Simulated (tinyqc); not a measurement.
# Charge neutrality of a doped semiconductor with incomplete ionisation, step by step

A worked calculation. Computed by tinyqc, a small Python program that keeps every step. Command: `OMP_NUM_THREADS=1 python tinyqc.py 3025741 3025742 out.jsonl dopant walk`. One thread of a shared host (Intel(R) Xeon(R) Processor @ 2.30GHz), about 0.02 s of CPU time with the checks. Intermediate numbers are printed to about 5 digits and carried at full precision; extremes and crossings named in words are read from the listed rows.

Energies are counted from the top of the valence band; E_D is measured down from the conduction band and E_A up from the valence band.

Inputs (values chosen for the exercise, modelled on CdTe): gap at 0 K E_g0 = 1.63 eV; Varshni alpha = 0.000299 eV/K; Varshni beta = 105 K; electron mass m_e = 0.0979 m_0; valleys M_c = 1; hole mass m_h = 0.64 m_0; donor density N_D = 9.8e+13 cm^-3; acceptor density N_A = 0 cm^-3; donor depth E_D = 0.0142 eV; donor degeneracy g_D = 2; temperature T = 300 K; iteration cap = 60.

Doping: n-type. Statistics of the bands: Boltzmann. Solver: Newton steps on the logarithm. Start of Newton steps: intrinsic level E_i.

ratios u of density to N: [0.015, 0.055, 0.2, 0.72, 2.6, 9.3, 33]

Constants: m_0 = 9.1093837015e-31 kg; k_B = 1.380649e-23 J/K; h = 6.62607015e-34 J s; k_B = 8.617333262e-05 eV/K.

## Gap and effective densities of states

E_g = E_g0 - alpha T^2/(T + beta). N_c = 2 M_c (2 pi m_e k_B T/h^2)^(3/2) and N_v = 2 (2 pi m_h k_B T/h^2)^(3/2), masses in units of m_0. n_i = sqrt(N_c N_v) exp(-E_g/(2 k_B T)); E_i = E_g/2 + (k_B T/2) ln(N_v/N_c).

gap E_g = 1.5636 eV

N_c = 7.6868e+17 cm^-3

N_v = 1.2848e+19 cm^-3

k_B T = 0.025852 eV

intrinsic density n_i = 2.3121e+05 cm^-3

intrinsic level E_i = 0.81818 eV

## Charges at trial Fermi levels

n = N_c exp((E_F - E_g)/k_B T), p = N_v exp(-E_F/k_B T). N_D+ = N_D/(1 + g_D exp((E_F - E_g + E_D)/k_B T)). Neutrality: p + N_D+ = n + N_A-; the log ratio is ln[(p + N_D+)/(n + N_A-)]. The last column is ln[(p + N_D+)/(n + N_A-)], which vanishes at neutrality; trial levels are the majority level plus multiples of k_B T, rounded to 0.1 meV.

Densities (cm^-3):
```
E_F (eV)           n           p        N_D+  N_A-  log ratio
1.3942    1.0982e+15  4.8676e-05  9.7517e+13     0     -2.421
1.4718    2.2096e+16  2.4193e-06  8.9125e+13     0     -5.513
1.5235    1.6325e+17  3.2747e-07  5.6463e+13     0     -7.969
1.5752    1.2060e+18  4.4325e-08  1.5229e+13     0    -11.280
1.6269    8.9102e+18  5.9996e-09  2.3814e+12     0    -15.135
```

The log ratio keeps its sign here: E_F lies below all these trials.

## Solving for the Fermi level

Newton steps from the start named, with the slope from a central difference of 1e-6 eV; the function is the log ratio y = ln[(p + N_D+)/(n + N_A-)]; the bracket -0.3 to E_g + 0.3 eV is narrowed by the sign of y at each step, and a step that would leave it is replaced by its midpoint; stop when |log ratio| < 1e-9.

Course of the iteration:
```
step  E_F (eV)    log ratio
1       0.8182   1.9865e+01
2       1.3317  -4.4149e-04
3       1.3317  -4.2922e-11
```

Fermi level E_F (last iterate) = 1.3317 eV

converged (1 yes, 0 no) = 1

steps = 3

Converged in 3 steps.

## Densities at the solution

The formulas are those given above.

majority density n = 9.7957e+13 cm^-3

minority density p = 5.4573e-04 cm^-3

ionised share of the donors = 0.99956

distance of E_F from the majority band edge = 0.23184 eV

n is 100.0 % of the net doping; n p / n_i^2 = 1.0000.

## The closed form for the extrinsic range

With Boltzmann statistics, no holes and every acceptor ionised, n (n + N_A) = n1 (N_D - N_A - n) with n1 = (N_c/g_D) exp(-E_D/k_B T). Take the positive root.

n1 = 2.2190e+17 cm^-3

n from the quadratic = 9.7957e+13 cm^-3

Against the full solution, 9.7957e13 cm^-3, the quadratic is off by 2.0e-7 %.

## Carrier density against temperature

Neutrality is solved by bisection at each T. The last column is -k_B d ln(n T^-3/4)/d(1/T) from this row and the one above; it turns negative as ionisation nears completion, when the density grows more slowly than that power of T.

Against temperature:
```
T (K)   n (cm^-3)  E_F from the band edge (eV)  ionised share  activation energy (eV)
5.9    2.7762e+08                      0.00806     2.8329e-06                       -
7.5    6.5376e+09                      0.00843     6.6711e-05                0.007100
10.0   1.2636e+11                      0.00906     1.2894e-03                0.007098
15.0   2.6350e+12                      0.01046     2.6888e-02                0.007066
24.0   2.5619e+13                      0.01349     2.6141e-01                0.006625
37.0   7.1563e+13                      0.01959     7.3023e-01                0.004136
55.0   9.2345e+13                      0.03072     9.4230e-01               -0.000413
82.0   9.6729e+13                      0.04971     9.8703e-01               -0.003644
300.0  9.7957e+13                      0.23184     9.9956e-01               -0.009337
600.0  9.8302e+13                      0.51725     9.9988e-01               -0.026697
```

Between the two coldest rows the activation energy is 0.00710 eV, 0.50 of the dopant depth: without compensation E_F sits halfway between level and band, so half the depth shows. The density is within 10 % of the net doping from 55.0 K to 600 K.

## Reduced Fermi level from a carrier density

F_1/2(eta) = (2/sqrt(pi)) int_0^infinity sqrt(x)/(1 + exp(x - eta)) dx, by the trapezoid rule in t = sqrt(x) with step 0.02 up to t = 12 (for eta < -12 by exp(eta) - exp(2 eta)/2^(3/2)). For u = density/N of the majority band, eta solves F_1/2(eta) = u (bisection). Boltzmann: ln u. Joyce-Dixon: ln u + u/sqrt(8) - 4.95009e-3 u^2 + 1.48386e-4 u^3 - 4.42563e-6 u^4. Degenerate limit: (3 sqrt(pi) u/4)^(2/3). The last column is (eta - ln u) k_B T.

Eta by four rules:
```
u      density (cm^-3)   exact  Boltzmann  Joyce-Dixon  degenerate  Boltzmann error (meV)
0.015       1.1530e+16  -4.194    -4.1997      -4.1944       0.074             1.3707e-01
0.055       4.2277e+16  -2.881    -2.9004      -2.8810       0.175             5.0232e-01
0.2         1.5374e+17  -1.539    -1.6094      -1.5389       0.413             1.8229e+00
0.72        5.5345e+17  -0.076    -0.3285      -0.0765       0.971             6.5159e+00
2.6         1.9986e+18   1.844     0.9555       1.8437       2.286             2.2962e+01
9.3         7.1487e+18   5.183     2.2300       5.1762       5.347             7.6328e+01
33          2.5366e+19  12.372     3.4965       9.8572      12.438             2.2944e+02
```

Boltzmann statistics place E_F within 1 meV of the exact value up to u = 0.0550 of those listed and miss by 229 meV at u = 33. Joyce-Dixon stays within 0.01 in eta up to u = 9.30; the degenerate limit is still 0.54 % high at the last u. Past u of about 10 the Joyce-Dixon series fails. A parabolic band is assumed throughout.

Checks made by the program: neutrality at the solution (relative difference 3e-10); the quadratic against the majority density (compared only where minority carriers are negligible) (relative difference 2e-09).
